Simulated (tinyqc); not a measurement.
# Bulk transistor, scale length and short-channel effects: two studies

A gate, an insulator of thickness ti and a depleted layer of depth ts on a conducting body. Below threshold the potential that source and drain add obeys Laplace's equation and vanishes on the gate and at the bottom of the depleted layer. Its lowest mode decays along the channel as exp(-k y); k is the smallest positive root of the matching condition at the interface, and the scale length is Lambda = pi/k.

Values chosen for this exercise; permittivities: semiconductor made up, insulator close to that of aluminium oxide:
- T = 300 K (temperature)
- eps_r = 12.3 (relative permittivity of the semiconductor)
- ei = 9.33 (relative permittivity of the insulator)
- ti = 2.3 nm (insulator thickness)
- ts = 24 nm (depletion depth)
- L = 73 nm (channel length)
- Vbi = 0.95 V (potential of the source)
- sT = 0.57 V (potential of the barrier top at threshold)
- Vds = 0.7 V (drain voltage)

Constants: q = 1.602176634e-19 C, kB = 1.380649e-23 J/K, Vt = kB T/q. Results are converted to the units shown.

Each table varies one quantity; the others keep the values above.

## Effect of the insulator thickness

k is the smallest positive root of f(k) = eps_r sin(k ti) cos(k ts) + ei cos(k ti) sin(k ts). Along the channel psi(y) = s + a exp(y/l) + b exp(-y/l) with psi(0) = Vbi, psi(L) = Vbi + Vds and l = 1/k = Lambda/pi; with A = Vbi - s, B = A + Vds, x = exp(-L/l): a = (B - A x) x/(1 - x^2), b = (A - B x)/(1 - x^2). The minimum is s + 2 sqrt(a b), at y = (l/2) ln(b/a). The long-channel potential follows the gate as s = sT + (Vg - VTL)/m, and the threshold VT is the gate voltage at which the minimum equals sT. Swing = m Vt ln 10/g at threshold, g = d(minimum)/ds = 1 - (b x + a)/((1 + x) sqrt(a b)). DIBL = [VT(0.05 V) - VT(Vds)]/(Vds - 0.05 V). sT and Vbi are held fixed; m = 1 + eps_r ti/(ei ts) in each row.

Effect of the insulator thickness:
```
ti (nm)  Lambda (nm)  L/Lambda  VT - VTL at Vds (mV)  DIBL (mV/V)  swing (mV/decade)
0.77           25.01     2.919                -13.96        7.960              63.51
1              25.31     2.884                -14.94        8.521              64.37
1.3            25.70     2.840                -16.28        9.289              65.49
1.7            26.22     2.784                -18.18        10.38              67.00
2.2            26.85     2.718                -20.73        11.85              68.90
2.8            27.60     2.644                -24.06        13.76              71.21
3.7            28.70     2.544                -29.58        16.93              74.73
```

As ti goes from 0.77 to 3.7 nm, Lambda rises from 25.0 to 28.7 nm, DIBL rises from 7.96 to 16.9 mV/V and the swing rises from 63.5 to 74.7 mV a decade. On average Lambda goes as ti^(0.09).

## Effect of the depletion depth

Same model as above.

Results:
```
ts (nm)  Lambda (nm)  L/Lambda  VT - VTL at Vds (mV)  DIBL (mV/V)  swing (mV/decade)
9.6            12.42     5.876               -0.1654      0.09392              78.35
12             14.88     4.906               -0.7227       0.4104              74.64
15             17.92     4.073                -2.574        1.462              71.83
23             25.98     2.810                -18.05        10.30              69.27
29             32.00     2.282                -41.88        24.07              70.12
36             39.01     1.871                -82.99        48.16              73.11
```

Estimate the missing row, ts = 19 nm.

Computed row:
```
ts (nm)  Lambda (nm)  L/Lambda  VT - VTL at Vds (mV)  DIBL (mV/V)  swing (mV/decade)
19             21.96     3.325                -8.113        4.617              69.88
```

With this row back in the table: As ts goes from 9.6 to 36 nm, Lambda rises from 12.4 to 39.0 nm, DIBL rises from 0.0939 to 48.2 mV/V and the swing goes from 78.3 through a minimum of 69.3 (at ts = 23 nm among the rows listed) to 73.1 mV a decade. On average Lambda goes as ts^(0.87).

Program tinyqc, `OMP_NUM_THREADS=1 python tinyqc.py 2420141 2420142 out.jsonl`; Intel Xeon 2.30GHz, shared host, one thread, about 0.01 s.
